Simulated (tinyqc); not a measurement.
Weakening the contact bond: metal-induced gap states at the contact of a metal chain and a two-band chain.

The semiconductor alternates sites A at -Eg/2 and C at +Eg/2 with hopping -t; the gap runs from -Eg/2 to Eg/2. In the gap cosh(q a) = 1 + (Eg^2/4 - E^2)/(2 t^2) and the amplitude changes by -exp(-q a) a period. The metal has site energy 0 and hopping -tm; its end site has g_m = (E - i sqrt(4 tm^2 - E^2))/(2 tm^2). Sites 1, 2, ... count into the semiconductor, with energies e1, e2 alternating. The clean half chain has g1 = 1/(E - e1 - t^2 g2), g2 = 1/(E - e2 - t^2 g1), decaying root. With the contact G11 = 1/(1/g1 - tc^2 g_m), and the density on site j is -Im G_jj/pi = |psi_j/psi_1|^2 (-Im G11/pi), per spin, with psi_2/psi_1 = -t g2, psi_3/psi_2 = -t g1.

Constants: e^2/(4 pi eps0) = 14.39964547 eV angstrom.

Parameters, chosen for this exercise (gap and optical dielectric constant near those of SiC; the chain itself is a model; not measured data):

| symbol | value | unit | meaning |
|---|---|---|---|
| Eg | 3.05 | eV | gap |
| t | 2.94 | eV | hopping in the semiconductor |
| tm | 2.46 | eV | hopping in the metal |
| end | A |  | site that touches the metal |
| a | 3.08 | angstrom | period (two sites); one chain for each area a^2 |
| eps | 6.2 |  | dielectric constant |
| E | -0.35 | eV | energy from mid-gap |

At the given E, tc is varied, as by a thin spacer. xi = 1/(2q), N = 2 (summed density)/a^2, S = 1/(1 + 4 pi e^2 N xi/eps) with xi and eps kept.

Against tc:

| tc (eV) | D1 (1/eV) | summed density (1/eV) | S |
|---|---|---|---|
| 0.10 | 0.00014 | 0.00032 | 0.9940 |
| 0.25 | 0.00090 | 0.00197 | 0.9640 |
| 0.50 | 0.00359 | 0.00785 | 0.8704 |
| 0.80 | 0.00907 | 0.01982 | 0.7268 |
| 1.20 | 0.01952 | 0.04265 | 0.5528 |
| 1.80 | 0.03726 | 0.08140 | 0.3931 |
| 2.50 | 0.04900 | 0.10704 | 0.3300 |
| 3.50 | 0.04411 | 0.09636 | 0.3537 |

How do the results move, and what explains it?

For a weak bond the density goes as tc^2 (ratio 6.24 between 0.25 and 0.1 eV, against 6.25). It is largest at tc = 2.5 eV among these rows and falls beyond, as the first site pairs off with the metal. S is 0.994 at 0.1 eV and has its least value, 0.330, in that row.

tinyqc: `OMP_NUM_THREADS=1 python tinyqc.py 1451112 1451113 out.jsonl`; about 0.01 s, one thread, shared Intel(R) Xeon(R) Processor @ 2.30GHz.
